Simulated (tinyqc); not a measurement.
Worked calculation: UHF in the sto-3g basis, for H4, spin multiplicity 3. One step of it, computed by the program tinyqc.

Question. Iteration 1: diagonalisation and new density. Diagonalise F' = X^T F X, C = X C', fill 3 alpha and 1 beta electrons from the bottom; D(s) = C_occ C_occ^T. Each column has its largest component positive (the first on a tie).

F(alpha) (hartree):
```
           1H 1s      2H 1s      3H 1s      4H 1s
1H 1s  -0.283695  -0.291199  -0.307667  -0.240089
2H 1s  -0.291199  -0.414211  -0.189145  -0.312725
3H 1s  -0.307667  -0.189145  -0.453935  -0.273641
4H 1s  -0.240089  -0.312725  -0.273641  -0.240062
```

F(beta) (hartree):
```
           1H 1s      2H 1s      3H 1s      4H 1s
1H 1s  -0.133272  -0.219502  -0.296542  -0.228796
2H 1s  -0.219502   0.083951  -0.179926  -0.305251
3H 1s  -0.296542  -0.179926   0.056976  -0.231220
4H 1s  -0.228796  -0.305251  -0.231220  -0.065352
```

X:
```
           1H 1s      2H 1s      3H 1s      4H 1s
1H 1s   1.123929  -0.118570  -0.279164   0.004634
2H 1s  -0.118570   1.123929   0.004634  -0.279164
3H 1s  -0.279164   0.004634   1.123929  -0.118570
4H 1s   0.004634  -0.279164  -0.118570   1.123929
```

Give: F' = X^T F X; orbital energies; coefficients C; F' = X^T F X; orbital energies; coefficients C; D(alpha) after iteration 1; D(beta) after iteration 1.

Answer.

F' = X^T F X (alpha) (hartree):
```
         1        2        3        4
1  -0.1429  -0.1882  -0.1491  -0.0911
2  -0.1882  -0.2889  -0.0219  -0.1819
3  -0.1491  -0.0219  -0.3497  -0.1677
4  -0.0911  -0.1819  -0.1677  -0.0867
```

orbital energies (alpha) (hartree): MO1 -0.6240, MO2 -0.3024, MO3 -0.0279, MO4 0.0861

coefficients C (alpha):
```
          MO1      MO2      MO3      MO4
1H 1s  0.3040  -0.2475   0.9229   0.5915
2H 1s  0.4250  -0.7212  -0.1115  -0.8013
3H 1s  0.4505   0.8623  -0.2117  -0.6033
4H 1s  0.2745   0.0650  -0.6023   0.9554
```

F' = X^T F X (beta) (hartree):
```
         1        2        3        4
1   0.0685  -0.1864  -0.3403  -0.0793
2  -0.1864   0.3330  -0.0315  -0.3816
3  -0.3403  -0.0315   0.2923  -0.2059
4  -0.0793  -0.3816  -0.2059   0.1646
```

orbital energies (beta) (hartree): MO1 -0.4118, MO2 0.0882, MO3 0.4428, MO4 0.7392

coefficients C (beta):
```
          MO1      MO2      MO3      MO4
1H 1s  0.4714   0.6263  -0.6240  -0.5928
2H 1s  0.2735  -0.3803  -0.5881   0.8888
3H 1s  0.2864   0.2781   0.8545   0.6825
4H 1s  0.4207  -0.5838   0.3938  -0.8260
```

D(alpha) after iteration 1:
```
         1H 1s    2H 1s    3H 1s    4H 1s
1H 1s   1.0054   0.2048  -0.2718  -0.4885
2H 1s   0.2048   0.7132  -0.4068   0.1369
3H 1s  -0.2718  -0.4068   0.9913   0.3072
4H 1s  -0.4885   0.1369   0.3072   0.4424
```

D(beta) after iteration 1:
```
        1H 1s   2H 1s   3H 1s   4H 1s
1H 1s  0.2222  0.1289  0.1350  0.1983
2H 1s  0.1289  0.0748  0.0783  0.1151
3H 1s  0.1350  0.0783  0.0820  0.1205
4H 1s  0.1983  0.1151  0.1205  0.1770
```
